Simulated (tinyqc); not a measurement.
Stillinger-Weber potential for a tetrahedral semiconductor: one step, computed by the program tinyqc. Command: `OMP_NUM_THREADS=1 python tinyqc.py 3004169 3004170 out.jsonl swsi walk`. One thread of a shared host (Intel(R) Xeon(R) Processor @ 2.30GHz), about 0.05 s of CPU time with the checks.

With x = r/sigma: pair term eps A (B x^-4 - 1) exp(1/(x - a)); for each pair of neighbours j, k of atom i, three-body term eps lambda exp(gamma/(x_ij - a) + gamma/(x_ik - a)) (cos theta_jik + 1/3)^2; both vanish beyond x = a. A = 7.049556277, B = 0.6022245584, a = 1.8.

Problem. A trimer. Atom 1 binds atoms 2 and 3 at the angle theta; the third side follows from the cosine rule. Sum the three pair terms and the three-body terms centred on each atom.

Inputs (values chosen for the exercise, modelled on germanium):
```
quantity,value,unit
energy scale eps,1.889,eV
length scale sigma,2.166,angstrom
three-body strength lambda,32,-
gamma,1.1,-
bond 1 of the trimer,2.51,angstrom
bond 2 of the trimer,2.6,angstrom
angle of the trimer theta,119,degrees
```

Give: distance 2-3; pair terms; three-body term at atom 1; three-body terms at atoms 2 and 3; energy of the trimer.

Solution.

distance 2-3 = 4.4032 angstrom

pair terms (eV): 1-2 -1.8645, 1-3 -1.7838, 2-3 0.0000

three-body term at atom 1 = 0.039839 eV

three-body terms at atoms 2 and 3 = 0 eV

energy of the trimer = -3.6084 eV

The cut-off is 3.899 angstrom, so atoms 2 and 3 do not interact directly.
